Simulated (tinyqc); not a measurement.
What moves the Penn gap and the ionicity: Penn model of the dielectric constant and Phillips ionicity.

n = 32/a^3; Ep^2 = 8 pi c e2 n with c = hbar^2/2m0, e2 = e^2/(4 pi eps0); EF = c (3 pi^2 n)^(2/3); eps = 1 + (Ep/Eg)^2 S with S = 1 - Eg/(4 EF) + (Eg/(4 EF))^2/3, Eg the Penn gap. Core d shells are left out.

Phillips: bond length d = sqrt(3) a/4; homopolar gap Eh = 39.74 d^(-2.48) eV (d in angstrom); Eg^2 = Eh^2 + C^2; ionicity fi = C^2/Eg^2.

Constants: hbar^2/2m0 = 3.80998211 eV angstrom^2; e^2/(4 pi eps0) = 14.39964547 eV angstrom.

Inputs chosen for the exercise (out of a larger set: near those of ZnSe; not measured data): a = 5.687 angstrom (cubic lattice constant, 32 valence electrons a cell); ei = 5.89 (high-frequency dielectric constant).

Eg from ei; fi = 1 - (Eh/Eg)^2, printed even where negative.

Results for these values:
```
case  Ep (eV)  Eg (eV)  Eh (eV)     fi
base   15.488    6.509    4.252  0.573
```

What happens to each result for ei = 5.3, all else kept?

Answer: Ep does not change at the printed digits; Eg rises from 6.509 to 6.909; Eh does not change at the printed digits; fi rises from 0.573 to 0.621.

The same for each parameter in turn:
```
case                Ep (eV)  Eg (eV)  Eh (eV)     fi
base                 15.488    6.509    4.252  0.573
a = 5.801 angstrom   15.034    6.314    4.048  0.589
ei = 5.3             15.488    6.909    4.252  0.621
```

With the tabulated Phillips C of about 5.6 eV, fi would be 0.63; this model leaves out the d-shell factor.

Computed by tinyqc, a small Python program: `OMP_NUM_THREADS=1 python tinyqc.py 1650251 1650252 out.jsonl` (the numbers bound the seed that draws the inputs); one thread of a shared host (Intel(R) Xeon(R) Processor @ 2.30GHz), about 0.01 s for the whole set of steps.
